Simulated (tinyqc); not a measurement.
Worked calculation: deep level with several charge states, and Shockley-Read-Hall recombination. Values are carried at full precision from step to step, so a last printed digit may differ when a step is redone from the rounded ones.

Energies from Ev. The defect has charge states +1, 0, -1 with weights 1, gm exp((EF - E1)/kT), exp((2 EF - E1 - E2)/kT); the shares are the weights over their sum. Boltzmann carriers: n = Nc exp((EF - Eg)/kT), p = Nv exp(-EF/kT). Neutrality: p - n + Nd + Nt <q> = 0.

Constants: kB = 8.617333262e-05 eV/K.

Values chosen for the exercise (gap and densities of states near those of Si at this temperature; shifted at random, so the results belong to these values and not to a real crystal): Eg = 1.109 eV (gap); Nc = 3.52e+19 1/cm^3 (conduction-band density of states); Nv = 1.48e+19 1/cm^3 (valence-band density of states); T = 350 K; E1 = 0.516 eV (level (+1/0) above Ev); E2 = 0.89 eV (level (0/-1) above Ev); gm = 1 (degeneracy of the middle state, the others 1); Nt = 5e+13 1/cm^3 (defects); Nd = -8e+12 1/cm^3 (ionised shallow donors minus acceptors); E_try = 0.819 eV (trial Fermi level); Et = 0.89 eV (recombination level above Ev); sn = 1.3e-14 cm^2 (electron capture cross-section); sp_ = 1.7e-15 cm^2 (hole capture cross-section); vth = 13000000 cm/s (thermal velocity, both carriers); Nm = 2.3e+15 1/cm^3 (equilibrium holes for the lifetime steps); dn = 8.7e+14 1/cm^3 (excess pairs).

## Charge states at a trial Fermi level

Form the exponents, the shares, the mean charge and the residual of neutrality at EF = E_try.

exponents of the second and third weights: 10.046  7.692

shares: +1 0.0000, 0 0.9132, -1 0.0867

<q> = -0.0867

n, p (1/cm^3): 2.35e+15  2.38e+07

residual = -2.36e+15 1/cm^3

The residual is negative, so EF must fall.

## The neutral state

Solve for EF.

EF = 0.5643 eV

shares at EF: +1 0.168, 0 0.832, -1 0.000

n = 5.05e+11 1/cm^3
p = 1.11e+11 1/cm^3

Without the defects the majority density would be 8.01e+12 1/cm^3; with them the density of these carriers is 1.11e+11, below that of the other kind: the type has inverted, so the defects more than cancel the doping. Most defects are in the state 0.

## Recombination through one level

One level at Et with degeneracy 1: tn = 1/(sn vth Nt), tp = 1/(sp_ vth Nt), n1 = Nc exp((Et - Eg)/kT), p1 = Nv exp(-Et/kT), ni^2 = n1 p1. Equilibrium p0 = Nm, n0 = ni^2/Nm; n = n0 + dn, p = p0 + dn. U = (n p - ni^2)/(tp (n + n1) + tn (p + p1)), lifetime dn/U; emission rates en = sn vth n1, ep = sp_ vth p1.

Evaluate each quantity.

tn, tp (microsecond): 0.1183  0.9050

n1, p1 (1/cm^3): 2.47e+16  2.26e+06

U = 1.17e+20 1/(cm^3 s)
lifetime = 7.42 microsecond

The lifetime is 62.736 times the minority capture time tn and 7.26 times tn + tp, the limit of high injection.

## Emission and generation in a depleted region

With n = p = 0 the level generates pairs at G = Nt en ep/(en + ep); generation lifetime tg = ni/G; current density e G W for a width W = 1 micrometre, e = 1.602176634e-19 C.

en, ep (1/s): 4.18e+09  0.0500

G = 2.50e+12 1/(cm^3 s)
tg = 9.46e+04 microsecond
current density = 4.01e-11 A/cm^2

The slower step, hole emission, limits the rate: en/ep = 8.35e+10.

## Checks

- U against hole capture minus emission at the steady occupation of the level (1/(cm^3 s)): both 1.172e+20.

Run: tinyqc, `OMP_NUM_THREADS=1 python tinyqc.py 1652793 1652794 out.jsonl`; Intel(R) Xeon(R) Processor @ 2.30GHz, one thread, shared host; about 0.01 s of CPU time with all checks.
